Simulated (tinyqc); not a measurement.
Polar nitride quantum well with polarisation fields: sweeps and comparisons. A value that a table varies takes the place of the one given here.

Growth along [0001]. e_par = (a_sub - a)/a, Ppz = 2 e_par (e31 - e33 C13/C33), P = Psp + Ppz in each layer; strain relaxation and the strain shift of the gaps are left out, although thick layers with more than about 1 % mismatch would relax.

In a periodic stack without free charge the potential drop over a period vanishes: F_w = (P_b - P_w) Lb/(eps0 (eps_w Lb + eps_b Lw)), F_b = -F_w Lw/Lb, eps0 = 8.8541878e-12 F/m; 1 MV/cm = 1e8 V/m = 0.01 V/angstrom.

Envelope functions on cells of 0.25 angstrom over barrier, well, barrier (widths Lb, Lw, Lb), psi = 0 beyond, psi'/m continuous (mean mass between points), c = hbar^2/2m0. With u(z) the integral of e F (F_w in the well, F_b = -F_w Lw/Lb in the barriers, 1 MV/cm = 0.01 V/angstrom), zero at the centre of the well, the electron sees u plus Vc in the barriers and the hole -u plus Vv. The transition is Eg + E_e + E_h; excitons are left out.

Constants: hbar^2/2m0 = 3.80998211 eV angstrom^2; hc = 1239.841984 eV nm.

Inputs chosen for the exercise (near those of a GaN well in AlN; shifted at random, so the results belong to these values and not to a real crystal): a_w = 3.189 angstrom (lattice constant a, well); a_b = 3.112 angstrom (lattice constant a, barrier); a_sub = 3.189 angstrom (in-plane lattice constant of the stack); Psp_w = -0.0338 C/m^2 (spontaneous polarisation); Psp_b = -0.092 C/m^2 (spontaneous polarisation); e31_w = -0.336 C/m^2; e31_b = -0.557 C/m^2; e33_w = 0.676 C/m^2; e33_b = 1.502 C/m^2; C_w = 0.274 (C13/C33); C_b = 0.294 (C13/C33); eps_w = 10.4 (dielectric constant); eps_b = 10 (dielectric constant); Lb = 115 angstrom (barrier width); Eg = 3.44 eV (gap of the well); Vc = 1.85 eV (conduction offset); Vv = 0.87 eV (valence offset); me = 0.2 m0 (electron, well); meb = 0.32 m0 (electron, barrier); mh = 1.75 m0 (hole, everywhere); Ls = (12, 18, 24, 30, 36, 45) angstrom (well widths); Lw = 14 angstrom (well width).

## Width of the well

Field, levels and overlap anew for each width.

Results:
```
Lw (angstrom)  F_w (MV/cm)  E (eV)  E without field (eV)  overlap^2  ln overlap^2
12                 -10.621  3.6666                3.9978      0.372         -0.99
18                 -10.158  3.0538                3.7637     0.0749         -2.59
24                  -9.734  2.5136                3.6514    0.00764         -4.87
30                  -9.343  2.0174                3.5890   0.000463         -7.68
36                  -8.983  1.5587                3.5506   1.88e-05        -10.88
45                  -8.492  0.9320                3.5159   8.68e-08        -16.26
```

The red shift grows from 331 to 2584 meV. The line drops below Eg between 12 and 18 angstrom, which a square well can never do. Over the last two rows dE/dLw = -69.6 meV per angstrom, against -|e F_w| = -84.9 in the last row; the field itself weakens by 20 % over the table, since a wider well shares the drop with the barrier. The overlap falls by a factor 4.28e+06.

## Screening the field

F_w = -10.4621 MV/cm

Carriers or a semipolar orientation reduce the field; here it is simply scaled in well and barrier.

Results:
```
share of the field  F_w (MV/cm)  E (eV)     nm  overlap^2  separation (angstrom)
1.0                     -10.462  3.4494  359.4       0.24                    7.3
0.8                      -8.370  3.5874  345.6       0.34                    6.5
0.6                      -6.277  3.7075  334.4       0.47                    5.5
0.4                      -4.185  3.8051  325.8       0.65                    4.2
0.2                      -2.092  3.8724  320.2       0.85                    2.4
0.0                       0.000  3.8974  318.1       0.96                    0.0
```

Full screening shifts the line by -41.3 nm (+448 meV). The first fifth of the screening gives 138 meV and the last fifth 25 meV; a purely quadratic shift would give a ratio of 9, a linear one 1, and here it is 5.5.

## What each parameter does

Polarisation, field, levels and overlap anew. Each row changes one parameter from the base and keeps the others.

Results:
```
case                    F_w (MV/cm)  E (eV)  overlap^2  red shift (meV)
base                        -10.462  3.4494       0.24              448
Lw = 10 angstrom            -10.785  3.9070       0.53              228
Lb = 100 angstrom           -10.300  3.4612       0.24              436
a_sub = 3.179 angstrom      -10.156  3.4706       0.25              427
Psp_b = -0.1012 C/m^2       -11.357  3.3858       0.20              512
e33_w = 0.744 C/m^2         -10.462  3.4494       0.24              448
eps_w = 11.4                 -9.633  3.5060       0.27              391
mh = 1.22 m0                -10.462  3.4975       0.28              424
Vc = 1.573 eV               -10.462  3.4117       0.22              463
```

The largest shifts from the base row, up to three for each result and ties (the steps differ in size, so this ranks the rows, not the parameters). F_w (MV/cm): Psp_b -0.894, eps_w +0.829, Lw -0.323; unchanged at the printed digits by e33_w, mh and Vc. E (eV): Lw +0.4576, Psp_b -0.0636, eps_w +0.0566; unchanged at the printed digits by e33_w. overlap^2: Lw +0.295, mh +0.0430, eps_w +0.0352; unchanged at the printed digits by Lb and e33_w. red shift (meV): Lw -220, Psp_b +64, eps_w -57; unchanged at the printed digits by e33_w.

(tinyqc, `OMP_NUM_THREADS=1 python tinyqc.py 1282311 1282312 out.jsonl`, Intel(R) Xeon(R) Processor @ 2.30GHz, 1 thread, shared host, about 0.08 s.)
